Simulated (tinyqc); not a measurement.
Quantum against classical capture: non-radiative capture by multiphonon emission, one effective mode. Computed by tinyqc, a small Python program. Command: `OMP_NUM_THREADS=1 python tinyqc.py 3008889 3008890 out.jsonl capture walk`. One thread of a shared host (Intel(R) Xeon(R) Processor @ 2.30GHz), about 0.01 s of CPU time with the checks.

The initial state (free carrier plus empty centre) lies dE above the final state; both have the same frequency and are displaced by dQ.

Inputs (values chosen for the exercise, for a model semiconductor):
```
quantity                    value                   unit
energy released dE          0.442                     eV
phonon energy hbar omega     28.1                    meV
Huang-Rhys factor S          7.78                      -
electron-phonon coupling W  0.037  eV/(u^(1/2) angstrom)
cell volume V                 765             angstrom^3
degeneracy g                    4                      -
broadening b                   16                    meV
temperature T                  77                      K
```

Centre: neutral.

Constants: hbar^2/u = 4.18015928e-03 eV angstrom^2; k_B = 8.617333262e-05 eV/K; hbar = 6.582119569e-16 eV s.

Method:
- dQ = sqrt(2 S (hbar^2/u)/hbar omega); relaxation energy lambda = S hbar omega; phonons needed P = dE/hbar omega; classical barrier E_b = (dE - lambda)^2/(4 lambda); occupation n = 1/(exp(hbar omega/k_B T) - 1).
- M_p = sum_m w_m <m_i|Q|(m + p)_f>^2 with Q counted from the final minimum and Boltzmann weights w_m for m = 0..24; <m_i|Q|k_f> = sqrt((hbar^2/u)/(2 hbar omega)) [sqrt(k) <m|k-1> + sqrt(k+1) <m|k+1>], with overlaps of oscillators displaced by d = sqrt(2 S) summed on 1500 points from -16 to 16 + d.
- The delta function is a Gaussian of standard deviation b at dE - p hbar omega.
- C_0 = V (2 pi/hbar) g W^2 sum_p M_p Gaussian_p. Here the sum runs over all p.
- Classical (Marcus) form: replace the sum by Q_c^2 exp(-E_b/k_B T)/sqrt(4 pi lambda k_B T), Q_c = dQ (dE + lambda)/(2 lambda).
- For a neutral centre the Sommerfeld factor is 1.
- The last column is -k_B d ln C_0/d(1/T) from this row and the one above.

dQ = 1.52142 u^(1/2) angstrom

lambda = 0.218618 eV

classical barrier E_b = 0.0570625 eV

Against temperature:
```
T (K)  C_0, quantum (cm^3/s)  C_0, classical (cm^3/s)  Sommerfeld factor  activation energy (eV)
26                3.4891e-08               2.3412e-17                  1                       -
49                3.5055e-08               2.6525e-12                  1              2.2257e-05
82                3.7339e-08               4.7181e-10                  1              6.6254e-04
130               4.6641e-08               7.3897e-09                  1              4.2566e-03
200               6.8610e-08               3.5428e-08                  1              1.2354e-02
290               1.0177e-07               8.2207e-08                  1              2.1895e-02
460               1.5563e-07               1.5178e-07                  1              2.8724e-02
720               2.0175e-07               2.0403e-07                  1              2.8493e-02
```

What does the comparison show, and why?

At 26.0 K the quantum value is 1.5e9 times the classical one: C_0 comes from tunnelling out of the lowest level and hardly depends on T. At 720 K the ratio is 0.99. The largest apparent activation energy is 0.029 eV against the classical barrier of 0.057 eV, so an Arrhenius fit understates the barrier, through tunnelling and the broadening b at low T and the T^(-1/2) prefactor at high T.

Extremes, crossings and ranges named in words are read from the listed rows.
